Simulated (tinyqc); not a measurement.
Inside a calculation. Model: charge neutrality of a doped semiconductor with incomplete ionisation. Computed by tinyqc, a small Python program that keeps every step. Command: `OMP_NUM_THREADS=1 python tinyqc.py 3010228 3010229 out.jsonl dopant walk`. One thread of a shared host (Intel(R) Xeon(R) Processor @ 2.30GHz), about 0.03 s of CPU time with the checks. Intermediate numbers are printed to about 6 digits and carried at full precision; extremes and crossings named in words are read from the listed rows.

Energies are counted from the top of the valence band; E_D is measured down from the conduction band and E_A up from the valence band.

Inputs (values chosen for the exercise, modelled on silicon):
```
quantity                    value   unit
gap at 0 K E_g0              1.19     eV
Varshni alpha            0.000472   eV/K
Varshni beta                  614      K
electron mass m_e           0.323    m_0
valleys M_c                     6      -
hole mass m_h               0.809    m_0
donor density N_D         6.7e+15  cm^-3
acceptor density N_A      2.5e+14  cm^-3
donor depth E_D            0.0436     eV
acceptor depth E_A         0.0468     eV
donor degeneracy g_D            2      -
acceptor degeneracy g_A         4      -
temperature T                 200      K
iteration cap                  60      -
```

Doping: n-type, compensated. Statistics of the bands: Fermi-Dirac. Solver: bisection. Start of Newton steps: 0.25 eV inside the majority band.

ratios u of density to N: 0.023  0.074  0.23  0.74  2.3  7.4  23

Constants: m_0 = 9.1093837015e-31 kg; k_B = 1.380649e-23 J/K; h = 6.62607015e-34 J s; k_B = 8.617333262e-05 eV/K.

## Gap and effective densities of states

E_g = E_g0 - alpha T^2/(T + beta). N_c = 2 M_c (2 pi m_e k_B T/h^2)^(3/2) and N_v = 2 (2 pi m_h k_B T/h^2)^(3/2), masses in units of m_0. n_i = sqrt(N_c N_v) exp(-E_g/(2 k_B T)); E_i = E_g/2 + (k_B T/2) ln(N_v/N_c).

gap E_g = 1.16681 eV

N_c = 1.50449e+19 cm^-3

N_v = 9.93935e+18 cm^-3

k_B T = 0.0172347 eV

intrinsic density n_i = 24337.0 cm^-3

intrinsic level E_i = 0.579831 eV

## Charges at trial Fermi levels

n = N_c F_1/2((E_F - E_g)/k_B T), p = N_v F_1/2(-E_F/k_B T). F_1/2(eta) = (2/sqrt(pi)) int_0^infinity sqrt(x)/(1 + exp(x - eta)) dx, by the trapezoid rule in t = sqrt(x) with step 0.02 up to t = 12 (for eta < -12 by exp(eta) - exp(2 eta)/2^(3/2)). N_D+ = N_D/(1 + g_D exp((E_F - E_g + E_D)/k_B T)). N_A- = N_A/(1 + g_A exp((E_A - E_F)/k_B T)). Neutrality: p + N_D+ = n + N_A-; the log ratio is ln[(p + N_D+)/(n + N_A-)]. The last column is ln[(p + N_D+)/(n + N_A-)], which vanishes at neutrality; trial levels are the majority level plus multiples of k_B T, rounded to 0.1 meV.

Densities (cm^-3):
```
E_F (eV)            n            p         N_D+      N_A-  log ratio
1.0198    2.97149e+15  1.99310e-07  6.66694e+15  2.50e+14     0.7273
1.0715    5.95908e+16  9.92536e-09  6.09333e+15  2.50e+14    -2.2845
1.1060    4.37209e+17  1.34086e-09  3.85725e+15  2.50e+14    -4.7310
1.1404    3.02812e+18  1.82198e-10  1.04300e+15  2.50e+14    -7.9737
1.1749    1.64442e+19  2.46139e-11  1.62827e+14  2.50e+14   -11.5228
```

The log ratio changes sign between 1.0198 and 1.0715 eV.

## Solving for the Fermi level

Bisection of the log ratio between E = -0.3 and E_g + 0.3 eV; stop when |log ratio| < 1e-9.

Course of the iteration:
```
step  E_F (eV)     log ratio
1      0.58340   3.28840e+00
2      1.02510   4.38562e-01
3      1.24596  -1.75941e+01
4      1.13553  -7.47467e+00
5      1.08032  -2.85220e+00
6      1.05271  -1.14143e+00
7      1.03891  -3.37788e-01
8      1.03201   5.42709e-02
9      1.03546  -1.40883e-01
...        ...           ...
27     1.03297   1.42590e-08
28     1.03297  -3.57204e-07
29     1.03297  -1.71472e-07
30     1.03297  -7.86067e-08
31     1.03297  -3.21739e-08
32     1.03297  -8.95767e-09
33     1.03297   2.65059e-09
34     1.03297  -3.15379e-09
35     1.03297  -2.51714e-10
```

Fermi level E_F (last iterate) = 1.03297 eV

converged (1 yes, 0 no) = 1

steps = 35

Converged in 35 steps.

## Densities at the solution

The formulas are those given above.

majority density n = 6.37943e+15 cm^-3

minority density p = 9.28296e-08 cm^-3

ionised share of the donors = 0.989467

distance of E_F from the majority band edge = 0.133837 eV

n is 98.9 % of the net doping; n p / n_i^2 = 0.9999.

## The closed form for the extrinsic range

With Boltzmann statistics, no holes and every acceptor ionised, n (n + N_A) = n1 (N_D - N_A - n) with n1 = (N_c/g_D) exp(-E_D/k_B T). Take the positive root.

n1 = 5.99361e+17 cm^-3

n from the quadratic = 6.37944e+15 cm^-3

Against the full solution, 6.3794e15 cm^-3, the quadratic is off by 1.6e-4 %.

## Carrier density against temperature

Neutrality is solved by bisection at each T. The last column is -k_B d ln(n T^-3/2)/d(1/T) from this row and the one above; it turns negative as ionisation nears completion, when the density grows more slowly than that power of T.

Against temperature:
```
T (K)    n (cm^-3)  E_F from the band edge (eV)  ionised share  activation energy (eV)
18     3.24998e+06                     0.039633       0.037313                       -
23     2.11522e+09                     0.038532       0.037314               0.0435999
32     1.67666e+12                     0.036567       0.037564               0.0435511
46     1.94980e+14                     0.035870       0.066415               0.0381604
72     2.31863e+15                     0.044952       0.383378               0.0198006
110    5.44476e+15                     0.066610       0.849964               0.0039146
170    6.31216e+15                     0.110345       0.979427              -0.0135671
250    6.41918e+15                     0.174374       0.995400              -0.0257135
300    6.43320e+15                     0.216263       0.997492              -0.0350684
600    7.28605e+15                     0.479850       0.999567              -0.0473211
```

Between the two coldest rows the activation energy is 0.0436 eV, 1.00 of the dopant depth: with compensation E_F is pinned at the level and the full depth shows. The density is within 10 % of the net doping from 170 K to 300 K. From 600 K carriers excited across the gap add to it.

## Reduced Fermi level from a carrier density

For u = density/N of the majority band, eta solves F_1/2(eta) = u (bisection). Boltzmann: ln u. Joyce-Dixon: ln u + u/sqrt(8) - 4.95009e-3 u^2 + 1.48386e-4 u^3 - 4.42563e-6 u^4. Degenerate limit: (3 sqrt(pi) u/4)^(2/3). The last column is (eta - ln u) k_B T.

Eta by four rules:
```
u      density (cm^-3)     exact  Boltzmann  Joyce-Dixon  degenerate  Boltzmann error (meV)
0.023      3.46033e+17  -3.76413   -3.77226     -3.76413     0.09778            1.40103e-01
0.074      1.11332e+18  -2.57755   -2.60369     -2.57755     0.21310            4.50444e-01
0.23       3.46033e+18  -1.38862   -1.46968     -1.38862     0.45385            1.39699e+00
0.74       1.11332e+19  -0.04213   -0.30111     -0.04213     0.98911            4.46339e+00
2.3        3.46033e+19   1.62158    0.83291      1.62158     2.10657            1.35925e+01
7.4        1.11332e+20   4.39564    2.00148      4.39357     4.59105            4.12626e+01
23         3.46033e+20   9.69228    3.13549      9.21556     9.77783            1.13004e+02
```

Boltzmann statistics place E_F within 1 meV of the exact value up to u = 0.0740 of those listed and miss by 113 meV at u = 23. Joyce-Dixon stays within 0.01 in eta up to u = 7.40; the degenerate limit is still 0.88 % high at the last u. Past u of about 10 the Joyce-Dixon series fails. A parabolic band is assumed throughout.

Checks made by the program: neutrality at the solution (relative difference 2e-09).
